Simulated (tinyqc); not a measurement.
Inside a calculation: inversion layer as a triangular well, valleys of the Si type. Values are carried at full precision from step to step, so a last printed digit may differ when a step is redone from the rounded ones.

Six ellipsoidal valleys with their long axes along the cube axes, mass ml along the axis and mt across it. For a valley whose axis makes the angle theta with the surface normal, 1/m_z = cos^2(theta)/ml + sin^2(theta)/mt sets the confinement; in the plane the masses are m_1 = mt and m_2 = ml mt/m_z, and m_d = sqrt(m_1 m_2).

Constants: e^2/(4 pi eps0) = 14.39964547 eV angstrom; hbar^2/2m0 = 3.80998211 eV angstrom^2; kB = 8.617333262e-05 eV/K.

Inputs chosen for the exercise (near those of Si; shifted at random, so the results belong to these values and not to a real crystal): ml = 0.908 m0 (longitudinal mass); mt = 0.188 m0 (transverse mass); face = 100 (surface); eps = 11.5 (dielectric constant); Ns = 7.6 x 1e12/cm^2 (electron sheet density); Nd = 0.11 x 1e12/cm^2 (depletion charge); eta = 0.75 (share of Ns in the effective field); T = 300 K (temperature); tox = 9 angstrom (SiO2-equivalent oxide thickness).

## Valley masses on the (100) face

Group the valleys by their angle to the normal, heaviest m_z first.

Valleys (masses in m0):

| valleys g | cos^2(theta) | m_z | m_1 | m_2 | m_d |
|---|---|---|---|---|---|
| 2 | 1.0000 | 0.9080 | 0.1880 | 0.1880 | 0.1880 |
| 4 | 0.0000 | 0.1880 | 0.1880 | 0.9080 | 0.4132 |

The 2 valleys with the heaviest m_z will give the lowest ladder of subbands.

## Effective field

The field is taken as constant, e F = 4 pi (e^2/4 pi eps0)(Nd + eta Ns)/eps, with 1e12/cm^2 = 1e-4/angstrom^2, and the oxide as a hard wall at z = 0; c = hbar^2/2m0.

Find e F, and F in MV/cm (1 MV/cm = 0.01 V/angstrom).

e F = 0.00914197 eV/angstrom
F = 0.9142 MV/cm

## Subband ladders

Level j of a valley lies at E_j = a_j (c (e F)^2/m_z)^(1/3) above the band edge at the surface, with the Airy zeros a_j = 2.338107, 4.087949, 5.520560, 6.786708, 7.944134, 9.022651, 10.040174, 11.008524, 11.936016, 12.828777, and has <z> = 2 E_j/(3 e F).

The ten lowest levels of all groups of valleys together, j = 0, 1, ..., c = hbar^2/2m0; primes mark the groups with lighter m_z.

Subbands:

| label | valleys g | m_d (m0) | E (eV) | <z> (angstrom) |
|---|---|---|---|---|
| 0 | 2 | 0.1880 | 0.1649 | 12.02 |
| 0' | 4 | 0.4132 | 0.2787 | 20.32 |
| 1 | 2 | 0.1880 | 0.2883 | 21.02 |
| 2 | 2 | 0.1880 | 0.3893 | 28.39 |
| 3 | 2 | 0.1880 | 0.4786 | 34.90 |
| 1' | 4 | 0.4132 | 0.4873 | 35.53 |
| 4 | 2 | 0.1880 | 0.5602 | 40.85 |
| 5 | 2 | 0.1880 | 0.6363 | 46.40 |
| 2' | 4 | 0.4132 | 0.6581 | 47.99 |
| 6 | 2 | 0.1880 | 0.7080 | 51.63 |

The second subband is 0', 113.8 meV above the first. Levels above about 0.5 eV lie beyond parabolic valleys.

## Fermi level and populations

Subband i holds n_i = g m_d/(2 pi c) kB T ln(1 + exp((EF - E_i)/kB T)) (spin included), and EF is fixed by sum n_i = Ns over the levels listed or, where none are listed, over j = 0 to 9 of each group; 1e12/cm^2 = 1e-4/angstrom^2.

Solve for EF; c = hbar^2/2m0. The mean distance is sum n_i <z>_i/Ns.

EF = 0.2012 eV

Populations:

| label | (EF - E)/kB T | n (1e12/cm^2) | share (%) |
|---|---|---|---|
| 0 | 1.40 | 6.592 | 86.7 |
| 0' | -3.00 | 0.868 | 11.4 |
| 1 | -3.37 | 0.137 | 1.8 |
| 2 | -7.28 | 0.003 | 0.0 |
| 3 | -10.73 | 0.000 | 0.0 |
| 1' | -11.07 | 0.000 | 0.0 |
| 4 | -13.89 | 0.000 | 0.0 |
| 5 | -16.83 | 0.000 | 0.0 |
| 2' | -17.67 | 0.000 | 0.0 |
| 6 | -19.61 | 0.000 | 0.0 |

mean distance from the surface = 13.14 angstrom

The lowest subband holds 86.7 % of the electrons and is partly degenerate (EF within a few kB T of its edge).

## Effect on the gate capacitance

The charge sits at the mean distance <z> from the surface, which adds (3.9/eps) <z> to the oxide thickness; C/Cox = tox/(tox + 3.9 <z>/eps). The density-of-states term is left out.

added thickness = 4.46 angstrom
C/Cox = 0.669

## Checks

- Lowest level by finite differences against the Airy formula, eV: both 0.1649.

Program tinyqc; command `OMP_NUM_THREADS=1 python tinyqc.py 1282640 1282641 out.jsonl`; about 0.02 s on one thread of a shared Intel(R) Xeon(R) Processor @ 2.30GHz.
